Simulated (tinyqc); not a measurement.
From one barrier to a miniband: Kronig-Penney superlattice by transfer matrices.

Wells (width a, potential 0, mass mw) alternate with barriers (width b, height V0, mass mb); period d = a + b; c = hbar^2/2m0. The vector (psi, psi'/m) is continuous, and a layer of thickness t carries it by M = [[cos kt, (m/k) sin kt], [-(k/m) sin kt, cos kt]] with k = sqrt(m (E - V)/c); for E < V, k = i kappa gives [[cosh, (m/kappa) sinh], [(kappa/m) sinh, cosh]] of kappa t. A Bloch state obeys cos(q d) = tr(Mb Mw)/2.

Constants: hbar^2/2m0 = 3.80998211 eV angstrom^2.

Inputs chosen for the exercise (near those of an InGaAs superlattice with barriers of InAlAs; the results hold for these values, not for the real material): a = 49 angstrom (well width); b = 33 angstrom (barrier width); V0 = 0.544 eV (barrier height); mw = 0.0401 m0 (mass in the wells); mb = 0.0778 m0 (mass in the barriers).

Transmission through N barriers separated by wells, between leads of the well material: T = 4/[(M11 + M22)^2 + (u M12 - M21/u)^2] with u = k/mw and M the product over all layers; twelve evenly spaced energies around the first miniband.

Transmission:
```
E (eV)    tr M/2 of a period    N = 1     N = 2     N = 4     N = 8
0.115618               2.047  0.00750  0.000451  2.07e-06  4.43e-11
0.118492               1.612  0.00773  0.000748  1.06e-05  2.26e-09
0.121367               1.194  0.00796   0.00141  0.000103  7.55e-07
0.124241               0.790  0.00820   0.00330    0.0132   0.00434
0.127116               0.402  0.00844    0.0130   0.00713     0.209
0.129990               0.028  0.00868     0.737     0.412     0.151
0.132865              -0.331  0.00892    0.0201   0.00834    0.0423
0.135739              -0.677  0.00917   0.00503     0.150    0.0436
0.138614              -1.008  0.00942   0.00233  0.000548  0.000107
0.141488              -1.326  0.00967   0.00139  5.47e-05  1.00e-07
0.144363              -1.631  0.00993  0.000941  1.26e-05  2.38e-09
0.147237              -1.924   0.0102  0.000695  4.24e-06  1.62e-10
```

What does the comparison show?

5 of the energies lie in the miniband (|tr M/2| <= 1); there T for N = 8 runs between 0.00434 and 0.209. In the gaps it falls with N: at E = 0.1472 eV from 4.24e-06 (N = 4) to 1.62e-10 (N = 8), a slope of ln T of -2.54 a period, against -2 arccosh|tr M/2| = -2.54.

Program tinyqc; command `OMP_NUM_THREADS=1 python tinyqc.py 1281733 1281734 out.jsonl`; about 0.08 s on one thread of a shared Intel(R) Xeon(R) Processor @ 2.30GHz.
